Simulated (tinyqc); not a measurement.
## Dose and depth of a threshold implant

Problem. A sheet of D acceptors per cm^2 lies at depth xi inside the depleted layer of a body doped Na. In the depletion approximation VT = Vfb + f2 + q D/Cox + gamma sqrt(f2 + Vsb - q D xi/(eps0 eps_r)), gamma = sqrt(2 eps0 eps_r q Na)/Cox, Cox = eps0 eox/tox. Find gamma, D and xi.

Parameters, values chosen for the exercise; band and dielectric values close to those of silicon: relative permittivity eps_r = 11.8; acceptor density deep in the body Na = 1.7e18 cm^-3; relative permittivity of the gate insulator (close to silicon dioxide) eox = 3.9; insulator thickness tox = 4.7 nm; flat-band voltage Vfb = -0.34 V; band bending 2 phiF at threshold f2 = 0.977 V.

Constants: q = 1.602176634e-19 C, eps0 = 8.8541878128e-14 F/cm where lengths are in cm. Results are converted to the units shown.

VT against the source at Vsb = 0 and 2.1 V (V): 1.7197827  2.5107015

Solution. With y^2 = f2 - q D xi/(eps0 eps_r) and d the difference of the thresholds over gamma, sqrt(y^2 + Vsb) - y = d gives y = (Vsb - d^2)/(2 d). The first threshold then gives D, and y^2 gives xi.

gamma = 1.027 V^0.5
D = 3.600e11 cm^-2
xi = 3.700 nm

Computed by the program tinyqc: `OMP_NUM_THREADS=1 python tinyqc.py 2080058 2080059 out.jsonl`, one thread of a shared Intel Xeon 2.30GHz, about 0.5 s for the whole run.
